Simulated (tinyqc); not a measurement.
One mass for the acceptor? Model: shallow acceptor in the spherical model (Baldereschi-Lipari), strong spin-orbit limit. Computed by tinyqc, a small Python program. Command: `OMP_NUM_THREADS=1 python tinyqc.py 3022463 3022464 out.jsonl acceptor walk`. One thread of a shared host (Intel(R) Xeon(R) Processor @ 2.30GHz), about 0.01 s of CPU time with the checks.

The 1S(3/2) state has an s envelope f(r) and a d envelope g(r). In effective units they obey -(f'' + 2f'/r + 2f/r) + mu (g'' + 5g'/r + 3g/r^2) = E f and -(g'' + 2g'/r - 6g/r^2 + 2g/r) + mu (f'' - f'/r) = E g. The cubic term, the split-off band and the central cell are left out.

Inputs (values chosen for the exercise, for a model semiconductor):

| quantity | value | unit |
|---|---|---|
| Luttinger gamma_1 | 11.4 | - |
| Luttinger gamma_2 | 0.852 | - |
| Luttinger gamma_3 | 2.41 | - |
| dielectric constant eps | 11.4 | - |

Constants: Ry = 13.605693123 eV; a_0 = 0.529177210903 angstrom.

Method:
- Ry* = Ry/(gamma_1 eps^2), a* = a_0 eps gamma_1, mu = (6 gamma_3 + 4 gamma_2)/(5 gamma_1), delta = (gamma_3 - gamma_2)/gamma_1; spherical masses 1/(gamma_1 (1 - mu)) (heavy) and 1/(gamma_1 (1 + mu)) (light).
- Basis: f_i = exp(-zeta_i r), g_i = r exp(-zeta_i r), weight r^2 dr, s = zeta_i + zeta_j. S_ff = 2/s^3, H_ff = zeta_i zeta_j S_ff - 2/s^2; S_gg = 24/s^5, H_gg = 8/s^3 + 24 zeta_i zeta_j/s^5 - 12/s^4; H(f_i, g_j) = mu (6 zeta_i^2/s^4 + 2 zeta_i/s^3); S_fg = 0. Each function is normalised by sqrt(S_ii).
- Large basis: zeta_i = 0.08 x 1.55^(i-1), i = 1..20 in each channel; overlap eigenvalues below 1e-11 are dropped.
- Binding energies are -E Ry*; the mass that fits is E(1S) eps^2/Ry.
- Hydrogenic binding Ry m/eps^2; the density-of-states mass is (m_H^(3/2) + m_L^(3/2))^(2/3); errors are against the large basis.

light-hole mass = 0.0667842 m_0

heavy-hole mass = 0.127773 m_0

1S(3/2) binding energy = 10.0816 meV

1S binding energy:

| mass | value (m_0) | binding (meV) | error (%) |
|---|---|---|---|
| light hole | 0.06678 | 6.992 | -30.649 |
| 1/gamma_1 | 0.08772 | 9.183 | -8.909 |
| mean of heavy and light | 0.09728 | 10.184 | 1.018 |
| heavy hole | 0.12777 | 13.377 | 32.684 |
| density of states | 0.15821 | 16.564 | 64.296 |

What does the comparison show, and why?

The coupled result, 10.08 meV, lies between the 1/gamma_1 value (no coupling) and the heavy-hole value; the closest single rule here is "mean of heavy and light", off by +1.0 %.
